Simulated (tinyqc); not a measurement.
What moves the results: pair of shallow donors (hydrogen-like orbitals). A value that a table varies takes the place of the one given here.

Each donor has the orbital exp(-r/a); energy unit Ha* = q/(eps a), q = e^2/(4 pi eps0), so that a lone donor is bound by Ha*/2; x = R/a. One electron: S = (1 + x + x^2/3) exp(-x), j = 1/x - (1 + 1/x) exp(-2x), k = (1 + x) exp(-x); levels E(+/-) = -1/2 - (j +/- k)/(1 +/- S) in Ha*, without the repulsion of the ions, split by D = |E(-) - E(+)|. In six valleys the overlaps S and k are multiplied by v = [cos(K Rx) + cos(K Ry) + cos(K Rz)]/3, K = k0 (2 pi/a_lat), for isotropic envelopes and the symmetric valley state.

Two electrons, Heitler-London: with S' = (1 - x + x^2/3) exp(x), C = 1/x - exp(-2x)(1/x + 11/8 + 3x/4 + x^2/6), X = (1/5){exp(-2x)(25/8 - 23x/4 - 3x^2 - x^3/3) + (6/x)[S^2 (0.5772157 + ln x) + S'^2 Ei(-4x) - 2 S S' Ei(-2x)]}, Q = C - 2j + 1/x and A = X - 2 S k + S^2/x, the singlet and triplet lie at (Q +/- w A)/(1 +/- w S^2) from two lone donors, with the valley weight w = v^2; the exchange is J = triplet - singlet.

Constants: e^2/(4 pi eps0) = 14.39964547 eV angstrom.

Inputs chosen for the exercise (near those of two donors in Si; the results hold for these values, not for the real material): a = 19.4 angstrom (orbital radius); eps = 11.2 (dielectric constant); a_lat = 5.431 angstrom (lattice constant); k0 = 0.85 2 pi/a_lat (valley position); sites = ((9, 0, 0), (10, 0, 0), (11, 0, 0), (12, 0, 0), (13, 0, 0), (14, 0, 0), (15, 0, 0), (16, 0, 0), (17, 0, 0)) a_lat (positions of the second donor); Ns = (0.03, 0.075, 0.18, 0.45, 1.1, 2.3, 4.5) x 1e18/cm^3 (donor densities); n = (11.25, 0.25, 0.25) a_lat (separation vector).

## Lattice sites along [100]

D and J for each site, and for v = 1.

Results:
```
site        R (angstrom)      v  D (meV)  J (micro-eV)  J for v = 1
(9, 0, 0)           48.9  0.471     7.02      2.02e+03     9.49e+03
(10, 0, 0)          54.3  0.333     4.21           733     6.75e+03
(11, 0, 0)          59.7  0.471     5.14      1.04e+03     4.73e+03
(12, 0, 0)          65.2  0.770     7.27      1.93e+03     3.27e+03
(13, 0, 0)          70.6  0.984     7.82      2.15e+03     2.22e+03
(14, 0, 0)          76.0  0.936     6.03      1.31e+03     1.49e+03
(15, 0, 0)          81.5  0.667     3.44           442          994
(16, 0, 0)          86.9  0.397     1.66           103          655
(17, 0, 0)          92.3  0.350     1.18          52.3          428
```

Over these sites the envelope alone changes J by a factor 22.2, and the valley factor v^2 by 8.71; J runs from 52.3 at (17, 0, 0) to 2.15e+03 micro-eV at (13, 0, 0). Along [100] four valleys keep their phase, so v = (2 + cos)/3 stays between 1/3 and 1. J does not fall steadily with distance.

## From lone donors to an impurity band (impurity band of shallow donors (Hubbard estimate))

Donors on a simple cubic lattice of spacing R = N^(-1/3) (1/angstrom^3 = 1e24/cm^3), Ha* = q/(eps a), q = e^2/(4 pi eps0), x = R/a. Hopping t = Ha* (1 + x) exp(-x), band width B = 12 t, on-site repulsion U = (5/8) Ha*; the gap closes near B/U = 1.15. Valley factors and disorder are left out.

Results:
```
N (1e18/cm^3)  R (angstrom)  N^(1/3) a   t (meV)   B (meV)       B/U
0.030                 321.8      0.060  7.28e-05  0.000873  2.11e-05
0.075                 237.1      0.082   0.00431    0.0517   0.00125
0.18                  177.1      0.110    0.0728     0.873    0.0211
0.45                  130.5      0.149     0.614      7.37     0.178
1.1                    96.9      0.200      2.69      32.3     0.780
2.3                    75.8      0.256      6.55      78.6      1.90
4.5                    60.6      0.320      12.0       144      3.49
```

B/U passes 1.15 between 1.1 and 2.3 x 1e18/cm^3; the root is x = 4.52, N^(1/3) a = 0.221, N = 1.5 x 1e18/cm^3, below the 2.4 that the empirical rule N^(1/3) a = 0.26 gives; the estimate is rough, since random positions, the overlap of the orbitals and screening are left out. While N grows by 150 times, t grows by 1.65e+05 times.

## What each parameter does

x, D = |E(-) - E(+)| and J. Each row changes one parameter from the base and keeps the others.

Results:
```
case                               x  D (meV)  J (micro-eV)
base                           3.151    1.561          99.0
a = 17.5 angstrom              3.493    1.399          69.7
eps = 12.3                     3.151    1.421          90.1
k0 = 0.83 2 pi/a_lat           3.151  0.01788        0.0131
n = (12.25, 0.25, 0.25) a_lat  3.431    1.108          48.7
```

The largest shifts from the base row, up to three for each result and ties (the steps differ in size, so this ranks the rows, not the parameters). x: a +0.342, n +0.280; unchanged at the printed digits by eps and k0. D (meV): k0 -1.54, n -0.452, a -0.161. J (micro-eV): k0 -99.0, n -50.2, a -29.3.

tinyqc: `OMP_NUM_THREADS=1 python tinyqc.py 1282107 1282108 out.jsonl`; about 0.01 s, one thread, shared Intel(R) Xeon(R) Processor @ 2.30GHz.
